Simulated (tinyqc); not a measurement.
Free and trapped electrons in a MOS channel with a dense trap tail: free and trapped charge against gate voltage.

p-type body, charge-sheet picture, full ionisation (an idealisation for deep acceptors), Boltzmann statistics for free electrons. e = Ec - EF at the surface. Acceptor-like traps of density D(E) = D0 + De exp(-E/Ew) at depth E below Ec, from 0 to Eu, hold n_t = integral of D(E)/(1 + exp((e - E)/Vt)). psi = Eg - Vt ln(Nv/Na) - e; N_dep = sqrt(2 eps0 eps_r Na (psi - Vt)/q); n_f = sqrt(N_dep^2 + 2 eps0 eps_r Vt Nc exp(-e/Vt)/q) - N_dep; Vg = Vfb + psi + q (N_dep + n_t + n_f)/Cox, Cox = eps0 eox/tox.

Free share n_f/(n_f + n_t); swing ln 10 n_f/(dn_f/dVg); field-effect mobility mf q (dn_f/dVg)/Cox, for a constant mf; oxide field q (N_dep + n_t + n_f)/(eps0 eox).

Parameters, values chosen for the exercise; band and dielectric values close to those of 4H silicon carbide:
```
symbol    value         unit                                             meaning
T           475            K                                         temperature
Eg         3.22           eV                                            band gap
eps_r      9.58                                            relative permittivity
Nc      3.37e19        cm^-3              conduction-band density of states at T
Nv      4.92e19        cm^-3                 valence-band density of states at T
eox         3.9                           relative permittivity of the insulator
tox          70           nm                                 insulator thickness
Na       1.3e17        cm^-3                                    acceptor density
Vfb       -2.42            V            flat-band voltage without trapped charge
D0       8.7e10  cm^-2 eV^-1  constant background density of acceptor-like traps
De       4.7e12  cm^-2 eV^-1          density of the tail at the conduction edge
Ew         0.05           eV                            decay energy of the tail
Eu          0.7           eV        depth below Ec down to which the traps reach
mf          170   cm^2/(V s)                          mobility of free electrons
```

Constants: q = 1.602176634e-19 C, kB = 1.380649e-23 J/K, Vt = kB T/q, eps0 = 8.8541878128e-14 F/cm where lengths are in cm. Results are converted to the units shown.

Result of one run:
```
e (eV),n_f (cm^-2),n_t (cm^-2),free share (%),swing (mV/decade),field-effect mobility (cm^2/(V s)),oxide field (MV/cm)
0.01187,1.861e12,2.142e11,89.68,1.465e4,161.5,1.894
```

Which gate voltage Vg gave this result: 5.8, 8.4, 9.8 or 13.8 V?

Vg = 13.8 V.

The whole series:
```
Vg (V),e (eV),n_f (cm^-2),n_t (cm^-2),free share (%),swing (mV/decade),field-effect mobility (cm^2/(V s)),oxide field (MV/cm)
5.8,0.6041,1.586e6,8.673e9,0.01829,238.3,0.008463,0.8353
7.1,0.1738,5.291e10,6.522e10,44.79,730.1,92.13,0.9595
8.4,0.09339,3.467e11,1.188e11,74.48,3134,140.6,1.134
9.8,0.05991,7.193e11,1.553e11,82.24,6036,151.5,1.329
11.1,0.04004,1.082e12,1.798e11,85.75,8802,156.3,1.512
12.4,0.02498,1.454e12,1.985e11,87.99,1.160e4,159.3,1.695
13.8,0.01187,1.861e12,2.142e11,89.68,1.465e4,161.5,1.894
15.1,0.001606,2.243e12,2.258e11,90.85,1.750e4,162.9,2.078
16.5,-0.008005,2.657e12,2.358e11,91.85,2.058e4,164.1,2.276
```

n_f reaches 1e11 cm^-2 at Vg = 7.35 V, against 7.10 V without traps. The free share rises from 0.0183 to 91.8 % and the field-effect mobility rises from 0.00846 to 164 cm^2/(V s), although mf = 170 is constant: in the last row 96.6 % of Cox dVg goes into free electrons. The swing in the first row is 238 mV a decade (Vt ln 10 = 94.3). For Vg = 9.8, 11.1, 12.4, 13.8, 15.1, 16.5 EF lies less than 2 Vt below the band edge, or above it, where degeneracy and confinement, left out, matter.

Program tinyqc, `OMP_NUM_THREADS=1 python tinyqc.py 2222093 2222094 out.jsonl`; Intel Xeon 2.30GHz, shared host, one thread, about 0.02 s.
